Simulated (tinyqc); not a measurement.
Carrier lifetime from Shockley-Read-Hall, radiative, Auger and surface recombination: one step, computed by the program tinyqc.

Energies are counted from the top of the valence band. Boltzmann statistics, full ionisation, and equal excess densities of electrons and holes.

Task: Steady state under generation. With n = n_0 + dn, p = p_0 + dn and U/dn = 1/tau: (n p - n_i^2)/dn = n_0 + p_0 + dn = s; 1/tau_SRH = s/[tau_p0 (n + n1) + tau_n0 (p + p1)]; 1/tau_rad = B s; 1/tau_Aug = (C_n n + C_p p) s; the rates add, with 1/tau_s. dn solves dn/tau_eff(dn) = G (60 bisections in ln dn between 1e-2 and 1e22 cm^-3); the splitting of the quasi-Fermi levels is k_B T ln(n p/n_i^2).

Inputs (values chosen for the exercise, with bands modelled on CdTe):
```
quantity                   value        unit
temperature T                250           K
radiative coefficient B    2e-10      cm^3/s
Auger coefficient C_n    1.5e-31      cm^6/s
Auger coefficient C_p    2.3e-30      cm^6/s
generation rate G        3.2e+19  cm^-3 s^-1
```

Doping: n-type. Surface term: two equal surfaces.

n_0 = 5.20e+14 cm^-3

p_0 = 5.677421e-09 cm^-3

tau_p0 = 8.832704e-06 s

n1 = 3.851587e-09 cm^-3

tau_n0 = 0.001343304 s

p1 = 7.665045e+14 cm^-3

tau_s = 8.739803e-07 s

n_i = 1718.214 cm^-3

Constants: k_B = 8.617333262e-05 eV/K.

Give: steady excess density; lifetime in the steady state; quasi-Fermi splitting under G.

Result:

steady excess density = 2.5522e+13 cm^-3

lifetime in the steady state = 7.9757e-07 s

quasi-Fermi splitting under G = 1.0751 eV
